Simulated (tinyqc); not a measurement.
Coherent potential approximation for a binary alloy with a semi-elliptic band: one step. First step: the average t-matrix. Two cases, with inputs chosen for the exercise.

Problem. With S = 0 form G, tA, tB, <t> and the new S.

Site levels eA = -x d (share 1 - x) and eB = (1 - x) d (share x), so that their mean, the virtual crystal, is 0. Pure band: G0(z) = 2 (z - sqrt(z - W) sqrt(z + W))/W^2 with principal roots, density -Im G/pi per site. The medium has a self-energy S(z), G = G0(z - S), z = E + i eta. t_i = (e_i - S)/(1 - (e_i - S) G); the CPA demands <t> = (1 - x) tA + x tB = 0. Iteration: start at S = 0, set S(new) = S + <t>/(1 + <t> G), stop when |<t>| < 1e-9 eV.

Give: eA, eB; G; tA, tB; <t>; S after one step.

Case 1.

Values chosen:
- W = 2.1 eV (half width of the pure band)
- x = 0.09 (fraction of B)
- d = 0.62 eV (eB - eA)
- eta = 0.042 eV (broadening)
- E = -1.21 eV (energy)

Solution.

eA, eB (eV): -0.0558  0.5642

G = -0.53533-0.75970i 1/eV

tA, tB (eV): -0.0574-0.0025i  0.3910-0.1287i

<t> = -0.0171-0.0139i eV
S after one step = -0.0174-0.0135i eV

Case 2.

Values chosen:
- W = 4.2 eV (half width of the pure band)
- x = 0.13 (fraction of B)
- d = 4.18 eV (eB - eA)
- eta = 0.084 eV (broadening)
- E = 2.22 eV (energy)

Solution.

eA, eB (eV): -0.5434  3.6366

G = 0.24577-0.39486i 1/eV

tA, tB (eV): -0.4628-0.0876i  0.1863-2.5187i

<t> = -0.3784-0.4036i eV
S after one step = -0.5400-0.5036i eV

Computed by tinyqc, one run a case: `OMP_NUM_THREADS=1 python tinyqc.py N N+1 out.jsonl` with N = 1452414, 1452641; one thread of a shared Intel(R) Xeon(R) Processor @ 2.30GHz, about 0.01 s a run at most.
